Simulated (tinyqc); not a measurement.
What moves the optical response: interband optics of a two-band s-p chain from momentum matrix elements.

H(k) = [[Es - 2 ts cos ka, 2i V sin ka], [-2i V sin ka, Ep_ + 2 tp cos ka]] in the basis s, p; the lower band is full, with two electrons a cell. The velocity operator times hbar is W = dH/dk (eV angstrom); intra-atomic dipoles are left out.

With w(k) = |<c|W|v>|^2 and D(k) = Ec - Ev, on the mesh k_j = (j + 1/2)/N (2 pi/a): eps(E) = 1 + (8 pi e2/(a Ar)) mean_j (w/D^2) [1/(D - E - i eta) + 1/(D + E + i eta)], e2 = e^2/(4 pi eps0); light polarised along the chains, no local fields.

Constants: e^2/(4 pi eps0) = 14.39964547 eV angstrom; hbar^2/2m0 = 3.80998211 eV angstrom^2.

Inputs chosen for the exercise:
- a = 2.94 angstrom (period)
- Es = 2.32 eV (upper orbital (s))
- Ep_ = -3.71 eV (lower orbital (p))
- ts = 0.53 eV (s-s hopping)
- tp = 0.24 eV (p-p hopping)
- V = 1.06 eV (s-p hopping)
- Ar = 7.7 angstrom^2 (cross-section per chain)

Mesh of 400 points; n_eff = 2 mean(w/(c D)), c = hbar^2/2m0.

One parameter was then changed.

Results before and after:

| case | smallest D (eV) | largest D (eV) | n_eff | eps(0) |
|---|---|---|---|---|
| base | 4.490 | 7.737 | 1.485 | 3.725 |
| changed | 4.490 | 7.737 | 1.638 | 3.862 |

Which of these changes was made? (a) Ar = 8.47 angstrom^2; (b) a = 3.087 angstrom; (c) Es = 2.62 eV; (d) ts = 0.636 eV; (e) V = 1.166 eV.

Answer: (b) a = 3.087 angstrom. Of the candidates, run in turn, only this one gives the changed row.

All candidates:

| case | smallest D (eV) | largest D (eV) | n_eff | eps(0) |
|---|---|---|---|---|
| base | 4.490 | 7.737 | 1.485 | 3.725 |
| a = 3.087 angstrom | 4.490 | 7.737 | 1.638 | 3.862 |
| Es = 2.62 eV | 4.790 | 8.008 | 1.430 | 3.355 |
| ts = 0.636 eV | 4.278 | 7.863 | 1.497 | 3.901 |
| V = 1.166 eV | 4.490 | 7.910 | 1.748 | 4.165 |
| Ar = 8.47 angstrom^2 | 4.490 | 7.737 | 1.485 | 3.478 |

Program tinyqc; command `OMP_NUM_THREADS=1 python tinyqc.py 1680654 1680655 out.jsonl`; about 0.01 s on one thread of a shared Intel(R) Xeon(R) Processor @ 2.30GHz.
